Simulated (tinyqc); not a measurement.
Rate against temperature: collinear exchange A + BC -> AB + C on a London-Eyring-Polanyi-Sato surface: saddle, string of images and rate. Computed by tinyqc, a small Python program. Command: `OMP_NUM_THREADS=1 python tinyqc.py 3110915 3110916 out.jsonl leps walk`. One thread of a shared host (Intel(R) Xeon(R) Processor @ 2.30GHz), about 0.06 s of CPU time with the checks.

x = r(AB), y = r(BC), r(AC) = x + y. V is counted from separated atoms, the barrier from A + BC, that is V + D(BC).

Inputs (values chosen for the exercise, bond data loosely for abstraction of hydrogen from a Si-H bond by a hydrogen atom; the barrier is not fitted):

| quantity | value | unit |
|---|---|---|
| D(AB) | 4.81 | eV |
| r0(AB) | 0.742 | angstrom |
| beta(AB) | 1.94 | 1/angstrom |
| D(BC) | 4.02 | eV |
| r0(BC) | 1.48 | angstrom |
| beta(BC) | 1.52 | 1/angstrom |
| D(AC) | 4.09 | eV |
| r0(AC) | 1.48 | angstrom |
| beta(AC) | 1.52 | 1/angstrom |
| Sato parameter S | 0.14 | - |
| mass of A | 1.008 | u |
| mass of B | 1.008 | u |
| mass of C | 28.09 | u |
| temperature T | 300 | K |
| step of the string | 0.015 | angstrom^2/eV |

Constants: nu for 1 eV/(angstrom^2 u) = 15.6333042 THz; h x 1 THz = 4.135667696 meV; k_B = 1.380649e-23 J/K; u = 1.6605390666e-27 kg; k_B = 8.617333262e-05 eV/K.

Method:
- For each pair, with u = exp(-beta (r - r0)): Q = D [(3 + S) u^2 - (2 + 6 S) u]/(4 (1 + S)), J = D [(1 + 3 S) u^2 - (6 + 2 S) u]/(4 (1 + S)); V = Q1 + Q2 + Q3 - sqrt(((J1 - J2)^2 + (J2 - J3)^2 + (J3 - J1)^2)/2).
- String of 9 images between the fixed ends (r0(AB) + 2, r0(BC)) and (r0(AB), r0(BC) + 2), started on the two straight legs through (r0(AB) + 0.3, r0(BC) + 0.3): each iteration moves the inner images by -step x gradient (central differences) and spaces them evenly again along the broken line (coordinates are kept between 0.2 and 8 angstrom); stop when no coordinate changes by more than 1e-5 angstrom, at most 400 iterations.
- From the highest inner image, z -> z - H^-1 g with gradient g and Hessian H by central differences, steps capped at 0.15 angstrom, 12 steps.
- Wilson matrix G = [[1/m_A + 1/m_B, -1/m_B], [-1/m_B, 1/m_B + 1/m_C]]; eigenvalues lambda of G H give nu = 15.6333042 THz x sqrt(|lambda|), the negative one being imaginary. Reactant: nu_BC from k = 2 D beta^2 and 1/m_B + 1/m_C. Skew angle: cos = sqrt(m_A m_C/((m_A + m_B)(m_B + m_C))).
- One-dimensional rate constant without tunnelling, k = sqrt(k_B T/(2 pi mu)) [sinh(h nu_BC/(2 k_B T))/sinh(h nu_s/(2 k_B T))] exp(-barrier/(k_B T)) with mu = m_A (m_B + m_C)/(m_A + m_B + m_C); Wigner factor 1 + (h nu_i/(k_B T))^2/24; adiabatic barrier = barrier + h (nu_s - nu_BC)/2.

nu_BC = 68.3043 THz

real frequency at the saddle = 34.3342 THz

barrier = 0.275083 eV

imaginary frequency = 51.0665 THz

adiabatic barrier = 0.204839 eV

Rates; the last column is k_B T^2 d ln k/dT:

| T (K) | k (cm/s) | Wigner factor | activation energy (eV) |
|---|---|---|---|
| 300 | 2.3211e+01 | 3.7808 | 0.21835 |
| 400 | 1.9664e+02 | 2.5642 | 0.22434 |
| 550 | 1.2046e+03 | 1.8273 | 0.23528 |
| 750 | 4.7120e+03 | 1.4449 | 0.25129 |
| 1000 | 1.2892e+04 | 1.2503 | 0.27070 |
| 1400 | 3.2982e+04 | 1.1277 | 0.29836 |
| 2000 | 7.2095e+04 | 1.0626 | 0.33394 |

What follows from these numbers?

The activation energy goes from 0.218 eV at 300 K, near the adiabatic barrier plus k_B T/2 (0.218), to 0.334 eV at 2000 K; the classical limit is the barrier plus k_B T/2 (0.361). Caution: the Wigner factor exceeds 2 at T: tunnelling, left out of k, is large and needs a better treatment than this factor.

Extremes, crossings and ranges named in words are read from the listed rows.
